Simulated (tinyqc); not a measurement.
LDA (VWN5) atom on a uniform radial grid, spin-unpolarised, for He, step by step. Computed by tinyqc, a small Python program that keeps every step. Settings: Z = 2, points = 64, R = 7.8, functional = lda,vwn, mixing = 0.2, iteration cap = 58. Command: `OMP_NUM_THREADS=1 python tinyqc.py 27752 27753 out.jsonl` (the two numbers bound the seeds that draw the settings). One thread of a shared host (Intel(R) Xeon(R) Processor @ 2.60GHz), about 0.04 s of CPU time with the checks. Later iterations appear only in the table of the cycle.

## Iteration 1

Spherical atom on a uniform radial grid r_j = j h with h = R/(N + 1), h sum u^2 = 1 and integrals as h times sums, u(0) = u(R) = 0 (atomic units):
```
parameter           value
Z                       2
points N               64
R                7.800000
h                0.120000
mixing           0.200000
electrons in 1s         2
```

Three-point differences turn -u''/2 + [l(l+1)/2r^2 - Z/r + V] u = e u into a tridiagonal matrix (diagonal 1/h^2 + potential, off-diagonal -1/2h^2). D = sum f u^2; the Hartree potential y/r solves y'' = -D/r with y(0) = 0, y(R) = N_e; v_xc comes from rho = D/(4 pi r^2); E = sum f e - int D V + int D (V_H/2 + eps_xc); V(new) = V + mixing (V_H + v_xc - V).

eigenvalues (hartree): 1s -1.97200

Every 4th grid point:
```
r           V in     u(1s)         D      V_H      v_xc
0.48000  0.00000   1.03446   2.14023  2.96415  -0.96771
0.96000  0.00000   0.79933   1.27785  1.95026  -0.53391
1.44000  0.00000   0.46323   0.42916  1.37133  -0.29787
1.92000  0.00000   0.23862   0.11388  1.03922  -0.16779
2.40000  0.00000   0.11524   0.02656  0.83298  -0.09505
2.88000  0.00000   0.05343   0.00571  0.69439  -0.05385
3.36000  0.00000   0.02408   0.00116  0.59523  -0.03035
3.84000  0.00000   0.01063   0.00023  0.52083  -0.01696
4.32000  0.00000   0.00462  4.27e-05  0.46296  -0.00938
4.80000  0.00000   0.00198  7.87e-06  0.41667  -0.00514
5.28000  0.00000   0.00084  1.42e-06  0.37879  -0.00280
5.76000  0.00000   0.00036  2.52e-07  0.34722  -0.00151
6.24000  0.00000   0.00015  4.40e-08  0.32051  -0.00081
6.72000  0.00000   0.00006  7.37e-09  0.29762  -0.00043
7.20000  0.00000  2.28e-05  1.04e-09  0.27778  -0.00022
7.68000  0.00000  3.78e-06  2.86e-11  0.26042  -0.00006
```

total energy = -2.6422178 hartree

## Iteration 2

As before.

eigenvalues (hartree): 1s -1.63328

Every 4th grid point:
```
r           V in     u(1s)         D      V_H      v_xc
0.48000  0.39929   1.00691   2.02776  2.88674  -0.95137
0.96000  0.28327   0.80742   1.30384  1.92774  -0.53725
1.44000  0.21469   0.49196   0.48404  1.36596  -0.30898
1.92000  0.17429   0.26831   0.14398  1.03806  -0.18002
2.40000  0.14759   0.13779   0.03797  0.83275  -0.10574
2.88000  0.12811   0.06814   0.00929  0.69435  -0.06229
3.36000  0.11298   0.03285   0.00216  0.59522  -0.03663
3.84000  0.10077   0.01554   0.00048  0.52083  -0.02142
4.32000  0.09072   0.00725   0.00011  0.46296  -0.01243
4.80000  0.08230   0.00334  2.24e-05  0.41667  -0.00716
5.28000  0.07520   0.00153  4.68e-06  0.37879  -0.00410
5.76000  0.06914   0.00069  9.63e-07  0.34722  -0.00233
6.24000  0.06394   0.00031  1.94e-07  0.32051  -0.00132
6.72000  0.05944   0.00014  3.75e-08  0.29762  -0.00073
7.20000  0.05551   0.00005  5.94e-09  0.27778  -0.00038
7.68000  0.05207  9.31e-06  1.73e-10  0.26042  -0.00011
```

total energy = -2.6968296 hartree

## Iteration 3

As before.

eigenvalues (hartree): 1s -1.37601

Every 4th grid point:
```
r           V in     u(1s)         D      V_H      v_xc
0.48000  0.70650   0.98324   1.93353  2.82032  -0.93720
0.96000  0.50472   0.81145   1.31691  1.90676  -0.53891
1.44000  0.38315   0.51446   0.52933  1.36044  -0.31751
1.92000  0.31104   0.29373   0.17255  1.03673  -0.19008
2.40000  0.26347   0.15851   0.05025  0.83244  -0.11496
2.88000  0.22890   0.08260   0.01365  0.69428  -0.06988
3.36000  0.20210   0.04204   0.00354  0.59521  -0.04251
3.84000  0.18050   0.02104   0.00089  0.52083  -0.02578
4.32000  0.16268   0.01040   0.00022  0.46296  -0.01555
4.80000  0.14774   0.00509   0.00005  0.41667  -0.00933
5.28000  0.13510   0.00247  1.22e-05  0.37879  -0.00556
5.76000  0.12429   0.00119  2.83e-06  0.34722  -0.00330
6.24000  0.11499   0.00057  6.44e-07  0.32051  -0.00194
6.72000  0.10693   0.00026  1.39e-07  0.29762  -0.00112
7.20000  0.09989   0.00011  2.41e-08  0.27778  -0.00061
7.68000  0.09372  1.92e-05  7.38e-10  0.26042  -0.00018
```

total energy = -2.7322242 hartree

## Convergence

Stop when input and output potentials agree to 1e-7.

Course of the cycle (hartree):
```
iteration           E     e(1s)  largest |V(out) - V(in)|
1          -2.6422178  -1.97200                  2.37e+00
2          -2.6968296  -1.63328                  1.79e+00
3          -2.7322242  -1.37601                  1.34e+00
4          -2.7544976  -1.18070                  1.00e+00
5          -2.7681215  -1.03245                  7.45e-01
6          -2.7762372  -0.91990                  5.56e-01
7          -2.7809584  -0.83441                  4.13e-01
8          -2.7836491  -0.76942                  3.07e-01
9          -2.7851569  -0.71996                  2.28e-01
10         -2.7859908  -0.68225                  1.71e-01
11         -2.7864475  -0.65346                  1.28e-01
...               ...       ...                       ...
48         -2.7869935  -0.55683                  1.87e-05
49         -2.7869935  -0.55683                  1.49e-05
50         -2.7869935  -0.55682                  1.19e-05
51         -2.7869935  -0.55682                  9.44e-06
52         -2.7869935  -0.55682                  7.52e-06
53         -2.7869935  -0.55682                  5.99e-06
54         -2.7869935  -0.55682                  4.77e-06
55         -2.7869935  -0.55682                  3.80e-06
56         -2.7869935  -0.55682                  3.03e-06
57         -2.7869935  -0.55682                  2.41e-06
58         -2.7869935  -0.55682                  1.92e-06
```

Not converged within 58 iterations: the residual falls steadily but slowly, by a factor of about 0.80 a step. Reruns (cap 100 unless said): mixing 0.3: converged in 45; mixing 0.6: converged in 18; the original settings with a cap of 400: converged in 71. Even converged, this uniform grid resolves the cusp poorly and misses the energy of the atom.
